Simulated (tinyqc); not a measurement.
Resistance of a tapered via with liner, size effect and interface: one step of the calculation.

A round via whose diameter grows from db at the bottom as D(z) = db + 2 z/tan(ang). The fill, of diameter D - 2 tl, starts above the bottom liner (thickness fb tl) and has rho = rho0 (1 + ks lam/(D - 2 tl)); the sidewall liner conducts in parallel with it. The bottom liner and the interface are crossed over the full area pi db^2/4. Spreading in the lines above and below is left out.

Problem. Total resistance. R_fill = sum of the slices; R_bottom = rl fb tl/(pi db^2/4); R_interface = ri/(pi db^2/4); ballistic (Sharvin) limit 1/(Sb pi (db - 2 tl)^2/4); ideal cylinder rho0 hv/(pi db^2/4).

Values chosen for this exercise; fill metal close to cobalt:
- db = 47 nm (diameter at the bottom)
- hv = 130 nm (height)
- rho0 = 6.32 uohm cm (bulk resistivity of the fill)
- tl = 1.8 nm (liner on the sidewall)
- fb = 0.7 (liner at the bottom over that on the sidewall)
- rl = 470 uohm cm (resistivity of the liner)
- ri = 2.8e-12 ohm cm^2 (interface resistivity at the bottom)
- Sb = 1e15 S/m^2 (ballistic conductance per area, about 3/(4 rho0 lam))

| slice | slice resistance (ohm) |
|---|---|
| 0 | 1.2403019 |
| 1 | 1.1494529 |
| 2 | 1.0680971 |
| 3 | 0.99496988 |
| 4 | 0.92900895 |
| 5 | 0.86931660 |

Wanted: parts; R; shares; ballistic limit; ideal cylinder.

Solution.

parts (ohm): fill 6.251, bottom liner 3.413, interface 0.1614
R = 9.826 ohm
shares (%): fill 63.62, bottom liner 34.74, interface 1.64
ballistic limit = 0.6760 ohm
ideal cylinder = 4.736 ohm

The fill is the largest part, and R is 2.07 times the ideal cylinder. With 2000 slices R = 9.8279 ohm.

Numbers from tinyqc (`OMP_NUM_THREADS=1 python tinyqc.py 2750175 2750176 out.jsonl`; about 0.01 s on one thread of a shared Intel Xeon 2.30GHz).
